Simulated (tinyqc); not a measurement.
Single-photon avalanche diode, trigger probability and counting: two steps of the calculation.

A multiplication layer of width W with the uniform field V/W; alpha = an exp(-bn/E) for electrons, beta = ap exp(-bp/E) for holes (local model, no dead space). a = alpha W, b = beta W. Electrons enter at x = 0, holes at x = W. P0 is the probability that an electron entering at 0 starts a lasting avalanche, PW the same for a hole entering at W.

Inputs (values chosen for the exercise); ionisation coefficients close to those of indium phosphide: electron prefactor an = 1.1e7 1/cm; electron field bn = 3.05 MV/cm; hole prefactor ap = 4.69e6 1/cm; hole field bp = 2.56 MV/cm; width of the multiplication layer W = 1.5 um; excess bias Vx = 13 V; probability that a photon makes a pair that enters the layer eta = 0.43; thermal generation rate in the layer Gd = 440 1/s; dead time td = 100 ns; diode capacitance Cd = 170 fF; quench resistance Rq = 500 kohm; trapping probability per avalanche carrier pa = 2.4e-8; trap release time tt = 4.9 ns; photon rate nph = 4.2e6 1/s.

Constants: q = 1.602176634e-19 C. Results are converted to the units shown.

Task 1. Ionisation integrals at and above breakdown. Breakdown: ln(a/b) = a - b with a not equal to b. VB is given; V = VB + Vx.

breakdown voltage VB = 60.210851 V

Give: E at VB; a at VB; b at VB; E at V; a; b.

Result 1.

E at VB = 0.40141 MV/cm
a at VB = 0.82715
b at VB = 1.1954
E at V = 0.48807 MV/cm
a = 3.1882
b = 3.7097

At VB, ln(a/b) = -0.3682 equals a - b.

Task 2. Detection, dark counts, afterpulses and dead-time loss. Pm is the mean trigger probability of pairs made evenly in the layer. PDP = eta P0; dark counts Gd Pm; avalanche charge Cd Vx/q; afterpulse probability pa (Cd Vx/q) exp(-td/tt) Pm; true rate n = nph PDP + dark counts; measured n/(1 + n td) (non-paralysable) or n exp(-n td) (paralysable); recharge time Rq Cd.

P0 = 0.95367193
Pm = 0.96355499

Wanted: PDP; dark counts; avalanche charge; afterpulse probability; true rate; measured, non-paralysable; measured, paralysable; recharge time.

Result 2.

PDP = 0.4101
dark counts = 424.0 1/s
avalanche charge = 1.379e7 electrons
afterpulse probability = 4.371e-8 %
true rate = 1.723e6 1/s
measured, non-paralysable = 1.470e6 1/s
measured, paralysable = 1.450e6 1/s
recharge time = 85.00 ns

Dead time hides 15 % of the events in the first model and 16 % in the second.

Computed by the program tinyqc: `OMP_NUM_THREADS=1 python tinyqc.py 2630016 2630017 out.jsonl`, one thread of a shared Intel Xeon 2.30GHz, about 0.01 s for the whole run.
